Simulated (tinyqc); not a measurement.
# Worked calculation: long-channel MOSFET, surface-potential model

Computed by the program tinyqc: `OMP_NUM_THREADS=1 python tinyqc.py 2360163 2360164 out.jsonl`, one thread of a shared Intel Xeon 2.30GHz, about 0.06 s for the whole run. Printed values are rounded.

n-channel transistor on a uniformly doped p-type body, gradual-channel approximation, constant mobility, Boltzmann statistics, full ionisation. Potentials are counted from the neutral body; V is the electron quasi-Fermi potential, Vsb at the source and Vsb + Vds at the drain. Charges are magnitudes per area.

Parameters, values chosen for the exercise; material values close to those of silicon:
```
symbol,value,unit,meaning
T,300,K,temperature
Eg,1.14,eV,band gap
eps_r,11.6,,relative permittivity of the semiconductor
Nc,2.78e19,cm^-3,conduction-band density of states at T
Nv,2.67e19,cm^-3,valence-band density of states at T
Na,3e17,cm^-3,acceptor density of the body
eox,25.1,,relative permittivity of the gate insulator
tox,39,nm,insulator thickness
Vfb,-0.6,V,flat-band voltage
mu,440,cm^2/(V s),channel mobility
W,20,um,gate width
L,1,um,gate length
Vsb,1,V,source-body reverse bias
Vgs,1.07,V,gate-source voltage
Vds,0.8,V,drain-source voltage
```

Constants: q = 1.602176634e-19 C, kB = 1.380649e-23 J/K, Vt = kB T/q, eps0 = 8.8541878128e-14 F/cm where lengths are in cm. Results are converted to the units shown.

## Body potential, insulator capacitance and body factor

ni = sqrt(Nc Nv) exp(-Eg/(2 Vt)), Eg in volts; phiF = Vt ln(Na/ni); Cox = eps0 eox/tox; gamma = sqrt(2 q eps0 eps_r Na)/Cox. VT = Vfb + 2 phiF + gamma sqrt(2 phiF + Vsb), m = 1 + gamma/(2 sqrt(2 phiF + Vsb)).

ni = 7.239348e9 cm^-3
phiF = 0.4534379 V
Cox = 0.5698464 uF/cm^2
gamma = 0.5514122 V^0.5
VT = 1.068319 V
m = 1.199657

## Iteration 1: surface potential at the source by Newton steps

psi at the start (the root without inversion charge) = 1.912590 V

With V = Vsb: G = psi - Vt + Vt e, e = exp((psi - 2 phiF - Vsb)/Vt); f = Vgs + Vsb - Vfb - psi - gamma sqrt(G); f' = -1 - gamma (1 + e)/(2 sqrt(G)); psi(new) = psi - f/f'.

G = 1.918985 V
f = -0.006447091 V
f' = -1.447285
psi after iteration 1 = 1.908135 V

## Iteration 2: surface potential at the source by Newton steps

As before.

G = 1.909426 V
f = -8.765979e-5 V
f' = -1.409010
psi after iteration 2 = 1.908073 V

## Course of the iteration: surface potential at the source by Newton steps

Stop when psi changes by less than 1e-10 V, or after 40 iterations.

Course of the iteration:

| iteration | psi (V) | \|change\| (V) |
|---|---|---|
| 1 | 1.908135 | 4.45e-3 |
| 2 | 1.908073 | 6.22e-5 |
| 3 | 1.908073 | 1.08e-8 |
| 4 | 1.908073 | < 1e-15 |

Converged in 4 iterations. The change falls from 0.0045 in the first iteration to below the tolerance in the last.

## Charges and current of the charge-sheet model

psi_0 = 1.908073 V
psi_L = 1.912588 V

psi_0 and psi_L solve Vgs + Vsb - Vfb - psi = gamma sqrt(G) at V = Vsb and Vsb + Vds. Qi = Cox gamma [sqrt(G) - sqrt(psi - Vt)], G = psi - Vt + Vt exp((psi - 2 phiF - V)/Vt), at both ends. With U = Vgs + Vsb - Vfb: drift = mu (W/L) Cox [U (psi_L - psi_0) - (psi_L^2 - psi_0^2)/2 - (2/3) gamma ((psi_L - Vt)^1.5 - (psi_0 - Vt)^1.5)]; diffusion = mu (W/L) Vt (Qi0 - QiL).

Qi0 = 3.089752 nC/cm^2
QiL = 1.340914e-13 nC/cm^2
drift current = 0.06138218 uA
diffusion current = 0.7029112 uA
drain current = 0.7642933 uA

Drift carries 8.03 % of the current. The drain end is pinched off: its charge is under 1 % of that at the source.

## Inversion charge along the channel

| point | V (V) |
|---|---|
| 0 | 1 |
| 1 | 1.08 |
| 2 | 1.16 |
| 3 | 1.24 |
| 4 | 1.32 |
| 5 | 1.4 |
| 6 | 1.48 |
| 7 | 1.56 |
| 8 | 1.64 |
| 9 | 1.72 |
| 10 | 1.8 |

The surface potential psi at channel potential V solves Vgs + Vsb - Vfb - psi = gamma sqrt(G), G = psi - Vt + Vt exp((psi - 2 phiF - V)/Vt). Charge sheet: Qi = Cox gamma [sqrt(G) - sqrt(psi - Vt)]. Pao-Sah: Qi = (Cox gamma/2) integral from 3 Vt to psi of exp((u - 2 phiF - V)/Vt)/sqrt(G(u, V)) du.

| point | psi (V) | Qi, charge sheet (nC/cm^2) | Qi, Pao-Sah (nC/cm^2) |
|---|---|---|---|
| 0 | 1.908073 | 3.089752 | 3.111385 |
| 1 | 1.912347 | 0.1654818 | 0.1666397 |
| 2 | 1.912577 | 0.007563793 | 0.007616715 |
| 3 | 1.912588 | 3.427508e-4 | 3.451490e-4 |
| 4 | 1.912588 | 1.552551e-5 | 1.563414e-5 |
| 5 | 1.912588 | 7.032428e-7 | 7.081633e-7 |
| 6 | 1.912588 | 3.185403e-8 | 3.207691e-8 |
| 7 | 1.912588 | 1.442858e-9 | 1.452954e-9 |
| 8 | 1.912588 | 6.535559e-11 | 6.581288e-11 |
| 9 | 1.912588 | 2.960342e-12 | 2.981055e-12 |
| 10 | 1.912588 | 1.340914e-13 | 1.350297e-13 |

At the source the charge-sheet charge is 0.70 % below the Pao-Sah one.

## Pao-Sah current by Simpson's rule

I = mu (W/L) integral of Qi dV; Simpson's rule on the 11 points, step Vds/10, weights 1, 4, 2, ..., 4, 1 times step/3.

Pao-Sah current = 0.8904644 uA

Gauss-Legendre quadrature on many points gives 0.7705 uA, so this value is 16 % above it; the charge-sheet current, 0.7643 uA, is 0.80 % below it.
